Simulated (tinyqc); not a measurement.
Raising U: Hubbard chain of 4 sites, mean field against exact. Computed by the program tinyqc. Collinear unrestricted mean field (the lowest of 40 random starts) against exact diagonalisation.

one-body matrix (hopping and site energies) (eV):
```
         1        2        3        4
1   0.0000  -1.0700   0.0000   0.0000
2  -1.0700   0.0000  -1.0700   0.0000
3   0.0000  -1.0700   0.0000  -1.0700
4   0.0000   0.0000  -1.0700   0.0000
```

electrons, up and down: 2  2

Exact and mean-field results (eV):

| U | U/t | E exact | E mean field | mean \|n_up - n_down\| | double occupancy, exact | first gap in the sector |
|---|---|---|---|---|---|---|
| 0.540 | 0.505 | -4.27347 | -4.24519 | 0.000 | 0.224 | 1.173 |
| 1.070 | 1.000 | -3.82564 | -3.71519 | 0.000 | 0.199 | 1.047 |
| 2.140 | 2.000 | -3.07726 | -2.67183 | 0.393 | 0.152 | 0.844 |
| 3.210 | 3.000 | -2.51175 | -1.97093 | 0.697 | 0.114 | 0.692 |
| 4.280 | 4.000 | -2.08987 | -1.53472 | 0.820 | 0.085 | 0.578 |
| 6.420 | 6.000 | -1.53217 | -1.04967 | 0.918 | 0.049 | 0.425 |
| 12.840 | 12.000 | -0.82183 | -0.53251 | 0.979 | 0.015 | 0.229 |
| 21.400 | 20.000 | -0.50142 | -0.32046 | 0.993 | 0.006 | 0.140 |

Estimate the missing row, U = 8.56.

Computed row:
```
U        U/t   E exact  E mean field  mean |n_up - n_down|  double occupancy, exact  first gap in the sector
8.560  8.000  -1.19537      -0.79401                 0.953                    0.031                    0.332
```

In absolute terms mean field is worst at U/t = 4.0, 0.555 eV too high: at small U it is nearly exact, and at large U it misses only exchange-scale energies. Its local moments set in at U/t = 2.0 of those listed, a broken symmetry that the exact state of a finite cluster with equal spins does not have. Relative to the exact energy its error is 0.7 % at the smallest U, 36 % at most and 36 % at the largest. The double occupancy falls from 0.224 to 0.006; at the largest U the first gap is 0.65 times the exchange scale 4t^2/U.
